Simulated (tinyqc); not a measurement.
Comparisons within one model: optical transitions of a finite quantum well. A value that a table varies takes the place of the one given here.

Each carrier sees a square well of width L with its own depth V and masses m (inside), mb (outside); c = hbar^2/2m0, k = sqrt(m E/c), kappa = sqrt(mb (V - E)/c), and level n solves k L + 2 atan[(k/m)/(kappa/mb)] = n pi. The envelope is cos(kz) for odd n and sin(kz) for even n inside, joins exp(-kappa (|z| - L/2)) outside, and is normalised to 1. Excitons and band mixing are left out.

Constants: hbar^2/2m0 = 3.80998211 eV angstrom^2; e^2/(4 pi eps0) = 14.39964547 eV angstrom; hc = 1239.841984 eV nm.

Parameters, chosen for this exercise (near those of an InGaAs well in InP; shifted at random, so the results belong to these values and not to a real crystal): L = 90 angstrom (well width); Vc = 0.254 eV (conduction offset); me = 0.0404 m0 (electron, well); meb = 0.0812 m0 (electron, barrier); eps = 11 (background dielectric constant); Nss = (0.092, 0.23, 0.46, 0.92, 1.4, 1.8, 2.8) x 1e12/cm^2 (sheet densities); Eg = 0.805 eV (gap of the well); Vv = 0.342 eV (valence offset); mh = 0.361 m0 (heavy hole along z, well); mhb = 0.536 m0 (heavy hole, barrier); ml = 0.0508 m0 (light hole along z, well); mlb = 0.1162 m0 (light hole, barrier); Ls = (32, 51, 68, 76, 107, 153, 188) angstrom (widths).

## Depolarisation shift

The collective line lies at E12 sqrt(1 + a), a = 8 pi q (n1 - n2) S/(eps E12), q = e^2/(4 pi eps0), S = integral over z of (integral up to z of psi_1 psi_2)^2. Zero temperature with the mass me in both subbands: n1 - n2 = Ns until Ns reaches D E12, D = me/(2 pi c), and D E12 beyond. 1e12/cm^2 = 1e-4/angstrom^2; exchange and the static band bending by the charge are left out.

Line position:
```
Ns (1e12/cm^2)  n1 - n2       a  line (meV)  shift (meV)
0.092             0.092  0.0168      139.08         1.15
0.23              0.230  0.0419      140.79         2.86
0.46              0.460  0.0838      143.59         5.66
0.92              0.920  0.1676      149.04        11.11
1.4               1.400  0.2550      154.52        16.59
1.8               1.800  0.3279      158.94        21.01
2.8               2.328  0.4240      164.59        26.66
```

S = 7.637 angstrom
E12 = 137.93 meV

The upward shift grows from 1.15 to 26.66 meV, 19.3 % of E12 at most. It stops moving once e2 starts to fill, at Ns = 2.33 e12/cm^2. For small a the shift is a E12/2, linear in Ns; in the last row that rule gives 29.24 meV. S/L = 0.0849, against 5/(9 pi^2) = 0.0563 for hard walls.

## Width of the well

Edge wavelength hc/(Eg + e1 + hh1), squared e1-hh1 overlap, lh1 - hh1, and the 1-2 intersubband energy with f_12 = (m1/c) E12 z_12^2, 1/m1 = <1|1/m|1> (dash: e2 unbound).

Results:
```
L (angstrom)  edge (nm)  overlap^2  lh1 - hh1 (meV)  E12 (meV)   f_12
32               1256.6     0.7970             86.2          -      -
51               1352.2     0.8718             59.6          -      -
68               1401.9     0.9054             44.3      178.7  0.773
76               1418.7     0.9164             39.0      164.8  0.921
107              1461.6     0.9439             25.4      110.9  0.973
153              1492.9     0.9646             15.3       66.5  0.966
188              1505.7     0.9735             11.1       48.3  0.964
```

The edge tunes from 1257 to 1506 nm, towards hc/Eg = 1540 nm, while the overlap goes from 0.797 to 0.973. e2 binds at L = pi sqrt(c/(me Vc)) = 60.5 angstrom; f_12 starts from zero there and is 0.773 at 68 angstrom, the rest going to the continuum; among the widths listed it peaks at 0.973 (107 angstrom) and is 0.964 in the widest well, against 0.961 for hard walls.

## What each parameter does

Edge wavelength hc/(Eg + e1 + hh1), squared overlap of e1 and hh1, and the confinement energies. Each row changes one parameter from the base and keeps the others.

Results:
```
case             edge (nm)  overlap^2  e1 (meV)  hh1 (meV)
base                1441.6     0.9310      45.3        9.7
L = 81 angstrom     1427.7     0.9222      51.7       11.7
Eg = 0.821 eV       1415.2     0.9310      45.3        9.7
Vc = 0.216 eV       1446.0     0.9189      42.7        9.7
Vv = 0.274 eV       1442.1     0.9380      45.3        9.4
me = 0.0444 m0      1444.1     0.9381      43.9        9.7
mh = 0.307 m0       1439.5     0.9383      45.3       10.9
meb = 0.0974 m0     1445.7     0.9303      42.9        9.7
```

The largest shifts from the base row, up to three for each result and ties (the steps differ in size, so this ranks the rows, not the parameters). edge (nm): Eg -26.3, L -13.8, Vc +4.4. overlap^2: Vc -0.0122, L -0.0089, mh +0.0072; unchanged at the printed digits by Eg. e1 (meV): L +6.4, Vc -2.6, meb -2.4; unchanged at the printed digits by Eg, Vv and mh. hh1 (meV): L +1.9, mh +1.2, Vv -0.3; unchanged at the printed digits by Eg, Vc, me and meb.

tinyqc: `OMP_NUM_THREADS=1 python tinyqc.py 1280618 1280619 out.jsonl`; about 0.1 s, one thread, shared Intel(R) Xeon(R) Processor @ 2.30GHz.
